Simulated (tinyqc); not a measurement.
Worked calculation: empirical pseudopotential in a few plane waves. Computed by tinyqc, a small Python program that keeps every step. Settings: plane-wave index or count = 15. Command: `OMP_NUM_THREADS=1 python tinyqc.py 22190 22191 out.jsonl` (the two numbers bound the seeds that draw the settings). One thread of a shared host (Intel(R) Xeon(R) Processor @ 2.60GHz), about 0.2 s of CPU time with the checks.

## Bloch Hamiltonian at k

Parameters chosen for this model: fcc lattice, atoms at +/- a/8 (1,1,1); form factors in rydberg at |G|^2 in units of (2 pi/a)^2:
```
parameter                 value      unit
a                      5.950000  angstrom
VS(3)                 -0.199000        Ry
VS(8)                  0.046000        Ry
VS(11)                 0.090000        Ry
VA(3)                  0.133000        Ry
VA(4)                  0.091000        Ry
VA(11)                 0.024000        Ry
hbar^2/2m (2 pi/a)^2   4.248628        eV
```

k point k (2 pi / a): -0.3300  0.4900  0.4600

Basis: the 15 shortest G (labels in 2 pi/a), the same at every k. H(G,G') = c |k + G|^2 delta + VS(|G-G'|^2) cos((G-G').tau) + i VA sin((G-G').tau), tau = a/8 (1,1,1); 1 Ry = 13.605693 eV.

H(k) at k (eV):
```
                 +0+0+0           -1-1-1           -1-1+1           -1+1-1
+0+0+0           2.3818   1.9145+1.2796i  -1.9145+1.2796i  -1.9145+1.2796i
-1-1-1   1.9145-1.2796i           9.8594   0.0000-1.2381i   0.0000-1.2381i
-1-1+1  -1.9145-1.2796i   0.0000+1.2381i          17.6768           0.6259
-1+1-1  -1.9145-1.2796i   0.0000+1.2381i           0.6259          18.1867
-1+1+1  -1.9145+1.2796i          -0.6259   0.0000+1.2381i   0.0000+1.2381i
+1-1-1  -1.9145-1.2796i   0.0000+1.2381i           0.6259           0.6259
+1-1+1  -1.9145+1.2796i          -0.6259   0.0000+1.2381i           0.0000
+1+1-1  -1.9145+1.2796i          -0.6259           0.0000   0.0000+1.2381i
+1+1+1   1.9145+1.2796i           0.0000          -0.6259          -0.6259
-2+0+0   0.0000-1.2381i  -1.9145+1.2796i  -1.9145-1.2796i  -1.9145-1.2796i
+0-2+0   0.0000-1.2381i  -1.9145+1.2796i  -1.9145-1.2796i   0.8659-0.2309i
+0+0-2   0.0000-1.2381i  -1.9145+1.2796i   0.8659-0.2309i  -1.9145-1.2796i
+0+0+2   0.0000+1.2381i  -0.8659-0.2309i   1.9145+1.2796i  -0.8659+0.2309i
+0+2+0   0.0000+1.2381i  -0.8659-0.2309i  -0.8659+0.2309i   1.9145+1.2796i
+2+0+0   0.0000+1.2381i  -0.8659-0.2309i  -0.8659+0.2309i  -0.8659+0.2309i

                 -1+1+1           +1-1-1           +1-1+1           +1+1-1
+0+0+0  -1.9145-1.2796i  -1.9145+1.2796i  -1.9145-1.2796i  -1.9145-1.2796i
-1-1-1          -0.6259   0.0000-1.2381i          -0.6259          -0.6259
-1-1+1   0.0000-1.2381i           0.6259   0.0000-1.2381i           0.0000
-1+1-1   0.0000-1.2381i           0.6259           0.0000   0.0000-1.2381i
-1+1+1          26.0042           0.0000           0.6259           0.6259
+1-1-1           0.0000           4.2512   0.0000-1.2381i   0.0000-1.2381i
+1-1+1           0.6259   0.0000+1.2381i          12.0687           0.6259
+1+1-1           0.6259   0.0000+1.2381i           0.6259          12.5785
+1+1+1   0.0000+1.2381i          -0.6259   0.0000+1.2381i   0.0000+1.2381i
-2+0+0   1.9145-1.2796i   0.8659-0.2309i  -0.8659-0.2309i  -0.8659-0.2309i
+0-2+0  -0.8659-0.2309i  -1.9145-1.2796i   1.9145-1.2796i  -0.8659-0.2309i
+0+0-2  -0.8659-0.2309i  -1.9145-1.2796i  -0.8659-0.2309i   1.9145-1.2796i
+0+0+2  -1.9145+1.2796i  -0.8659+0.2309i  -1.9145+1.2796i   0.8659+0.2309i
+0+2+0  -1.9145+1.2796i  -0.8659+0.2309i   0.8659+0.2309i  -1.9145+1.2796i
+2+0+0   0.8659+0.2309i   1.9145+1.2796i  -1.9145+1.2796i  -1.9145+1.2796i

                 +1+1+1           -2+0+0           +0-2+0           +0+0-2
+0+0+0   1.9145-1.2796i   0.0000+1.2381i   0.0000+1.2381i   0.0000+1.2381i
-1-1-1           0.0000  -1.9145-1.2796i  -1.9145-1.2796i  -1.9145-1.2796i
-1-1+1          -0.6259  -1.9145+1.2796i  -1.9145+1.2796i   0.8659+0.2309i
-1+1-1          -0.6259  -1.9145+1.2796i   0.8659+0.2309i  -1.9145+1.2796i
-1+1+1   0.0000-1.2381i   1.9145+1.2796i  -0.8659+0.2309i  -0.8659+0.2309i
+1-1-1          -0.6259   0.8659+0.2309i  -1.9145+1.2796i  -1.9145+1.2796i
+1-1+1   0.0000-1.2381i  -0.8659+0.2309i   1.9145+1.2796i  -0.8659+0.2309i
+1+1-1   0.0000-1.2381i  -0.8659+0.2309i  -0.8659+0.2309i   1.9145+1.2796i
+1+1+1          20.3960  -0.8659-0.2309i  -0.8659-0.2309i  -0.8659-0.2309i
-2+0+0  -0.8659+0.2309i          24.9845           0.6259           0.6259
+0-2+0  -0.8659+0.2309i           0.6259          11.0490           0.6259
+0+0-2  -0.8659+0.2309i           0.6259           0.6259          11.5588
+0+0+2  -1.9145-1.2796i          -0.6259          -0.6259           0.0000
+0+2+0  -1.9145-1.2796i          -0.6259           0.0000          -0.6259
+2+0+0  -1.9145-1.2796i           0.0000          -0.6259          -0.6259

                 +0+0+2           +0+2+0           +2+0+0
+0+0+0   0.0000-1.2381i   0.0000-1.2381i   0.0000-1.2381i
-1-1-1  -0.8659+0.2309i  -0.8659+0.2309i  -0.8659+0.2309i
-1-1+1   1.9145-1.2796i  -0.8659-0.2309i  -0.8659-0.2309i
-1+1-1  -0.8659-0.2309i   1.9145-1.2796i  -0.8659-0.2309i
-1+1+1  -1.9145-1.2796i  -1.9145-1.2796i   0.8659-0.2309i
+1-1-1  -0.8659-0.2309i  -0.8659-0.2309i   1.9145-1.2796i
+1-1+1  -1.9145-1.2796i   0.8659-0.2309i  -1.9145-1.2796i
+1+1-1   0.8659-0.2309i  -1.9145-1.2796i  -1.9145-1.2796i
+1+1+1  -1.9145+1.2796i  -1.9145+1.2796i  -1.9145+1.2796i
-2+0+0          -0.6259          -0.6259           0.0000
+0-2+0          -0.6259           0.0000          -0.6259
+0+0-2           0.0000          -0.6259          -0.6259
+0+0+2          27.1938           0.6259           0.6259
+0+2+0           0.6259          27.7036           0.6259
+2+0+0           0.6259           0.6259          13.7681
```

## Levels at k

Diagonalise the Hermitian matrix.

eigenvalues (eV): -3.1724  3.9699  6.8960  7.0842  11.9547  13.2111  13.4576  17.0180  17.6577  18.3037  19.8158  26.0507  27.2414  28.3102  31.8623

## Bands along a path

The same steps at evenly spaced points between the labelled ones.

Bands along the path (eV), lowest eight:
```
k          band 1  band 2  band 3  band 4   band 5   band 6   band 7   band 8
L         -2.9659  3.7008  7.1976  7.1976  11.7529  13.3653  13.3653  16.9361
L-G 0.33  -3.5528  4.5602  7.1234  7.1234  11.7896  13.4009  13.4009  16.4777
L-G 0.67  -4.0960  6.2581  7.3075  7.3075  12.1304  13.3716  13.3716  13.9013
G         -4.3042  7.4459  7.4459  7.4459  11.8188  13.0192  13.0192  13.0192
G-X 0.33  -4.0263  6.3581  7.0087  7.0087  12.0073  13.3461  14.1025  14.1025
G-X 0.67  -3.2985  4.7721  6.4295  6.4295  11.0191  12.0836  16.5833  16.5833
X         -2.5220  3.8780  6.3985  6.3985  10.7540  11.4535  19.7730  19.7730
```

With 4 band(s) filled, the highest filled level on these points lies at G and the lowest empty one at X: a gap of 3.3080 eV, indirect. This holds for the small fixed basis; with all plane waves up to |k + G|^2 = 21 (2 pi/a)^2 the gap along the path is 3.51 eV.

## Convergence with the number of plane waves

Levels at G counted from the fourth one.

Levels (eV):
```
plane waves   level 1  level 5  level 8
9            -13.8897   2.4762   2.9115
15           -11.7501   4.3729   5.5733
27           -10.5525   4.5076   6.0921
51           -10.3660   4.4177   6.1111
59           -10.3943   4.4298   5.7740
65           -10.4006   4.4319   5.7023
89           -10.3796   4.4452   5.7341
```
